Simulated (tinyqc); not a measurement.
Shallow donor in an anisotropic valley (effective-mass theory), step by step. Values are carried at full precision from step to step, so a last printed digit may differ when a step is redone from the rounded ones.

Constants: Ry = 13.60569312 eV; a0 (Bohr radius) = 0.5291772105 angstrom; hbar^2/2m0 = 3.80998211 eV angstrom^2; e^2/(4 pi eps0) = 14.39964547 eV angstrom.

Inputs chosen for the exercise (near those of 3C SiC; the results hold for these values, not for the real material):
```
symbol  value  unit      meaning
ml      0.691  m0        longitudinal mass
mt      0.245  m0        transverse mass
eps     9.5              dielectric constant
a       17.7   angstrom  trial radius across the axis
b       10     angstrom  trial radius along the axis
```

## Hydrogen-like estimates

Ry* = Ry m/eps^2 and a* = a0 eps/m for four choices of one mass: mt, the conductivity mass 3/(1/ml + 2/mt), the density-of-states mass (ml mt^2)^(1/3), and ml.

Estimates:
```
mass               m (m0)  Ry* (meV)  a* (angstrom)
mt                 0.2450      36.94          20.52
conductivity       0.3122      47.06          16.10
density of states  0.3462      52.18          14.52
ml                 0.6910     104.17           7.28
```

## Energy of one trial function

One valley: H = -c [(d2/dx2 + d2/dy2)/mt + (d2/dz2)/ml] - q/(eps r), c = hbar^2/2m0, q = e^2/(4 pi eps0). Trial function exp(-sqrt((x^2 + y^2)/a^2 + z^2/b^2)) with a > b: T = (c/3)(2/(mt a^2) + 1/(ml b^2)), V = -(q/eps) atan(u/b)/u, u = sqrt(a^2 - b^2). The central cell of the impurity is left out.

Evaluate T, V and E. Scaling both radii by f changes T to T/f^2 and V to V/f, so the best factor is f = -2T/V, with energy -V^2/(4T).

T = 51.471 meV
V = -100.715 meV
E = -49.244 meV
best scale factor = 1.0221
energy after scaling = -49.268 meV

The virial ratio -V/T is 1.957; it is 2 at the best scale. Scaling gains 0.024 meV.

## Scan over the shape

For each ratio b/a = 0.2, 0.3, ..., 0.9 the best scale follows from a = -2 T1/V1, with T1 and V1 taken at a = 1 angstrom.

Scan:
```
b/a  a (angstrom)  b (angstrom)  E (meV)
0.2         53.16         10.63  -19.924
0.3         30.61          9.18  -32.863
0.4         22.80          9.12  -42.049
0.5         19.33          9.67  -47.397
0.6         17.61         10.57  -49.876
0.7         16.73         11.71  -50.468
0.8         16.29         13.03  -49.904
0.9         16.11         14.50  -48.666
```

The best listed ratio is 0.7; (mt/ml)^(1/2) = 0.60 and (mt/ml)^(1/3) = 0.71 are common guesses.

## The minimum

Minimise over a and b. The Mott estimate n_c = (0.25/a_m)^3 uses a_m = (a^2 b)^(1/3); 1/angstrom^3 = 1e24/cm^3.

a = 16.77 angstrom
b = 11.62 angstrom
E = -50.471 meV
a_m = 14.84 angstrom
n_c = 4.78 x 1e18/cm^3

b/a = 0.693. The binding energy is 1.366 times Ry*(mt). The central cell of a real donor shrinks the orbit and raises n_c.

## Checks

- Energy from 21 anisotropic Gaussians against the two-parameter function, meV: -50.49 against -50.47.

Program tinyqc; command `OMP_NUM_THREADS=1 python tinyqc.py 1280196 1280197 out.jsonl`; about 0.01 s on one thread of a shared Intel(R) Xeon(R) Processor @ 2.30GHz.
